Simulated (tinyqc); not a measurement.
Read current of a NAND string, cells in series solved by shooting: one step of the calculation.

Cells in series, numbered from 0 at the source line (0 V) to the bit line, each followed by a gap resistance Rg. A cell with gate Vg, threshold VT, source Vs and drain Vd passes I = 2 nf K Vt^2 [F(Vs) - F(Vd)]/(1 + th max(Vg - VT, 0)), F(V) = ln^2(1 + exp((Vg - VT - nf V)/(2 nf Vt))). The selected cell has Vg = Vr, the others Vg = Vp.

Question. Node voltages for a trial current. For a trial current I start at 0 V and, cell by cell (the selected one is cell 2), solve for the drain: sqrt(F(Vd)) = sqrt(F(Vs) - I/k), k = 2 nf K Vt^2/(1 + th max(Vg - VT, 0)), Vd = [Vg - VT - 2 nf Vt ln(exp(sqrt F) - 1)]/nf, then add I Rg.

Parameters, values chosen for the exercise; values of the order met in vertical NAND strings:
- T = 300 K (temperature)
- K = 20 uA/V^2 (gain factor of a cell)
- nf = 1.5 (slope factor)
- th = 0.03 1/V (mobility reduction factor)
- Rg = 27 kohm (resistance of the gap between cells)
- Vbl = 0.3 V (bit-line voltage)
- Vp = 8 V (pass voltage)
- Vr = 2.89 V (read voltage on the selected word line)

Constants: q = 1.602176634e-19 C, kB = 1.380649e-23 J/K, Vt = kB T/q. Results are converted to the units shown.

first trial current = 0.76 uA
thresholds from the source end, cell 0 to 3 (V): [3.9, 3.9, 2, -1.8]

Wanted: node voltage after each cell and gap, trial 1.

Answer.

node voltage after each cell and gap, trial 1, cell 0 to 3 (V): [0.03095, 0.06202, 0.1340, 0.1596]

Program tinyqc, `OMP_NUM_THREADS=1 python tinyqc.py 2142264 2142265 out.jsonl`; Intel Xeon 2.30GHz, shared host, one thread, about 0.6 s.
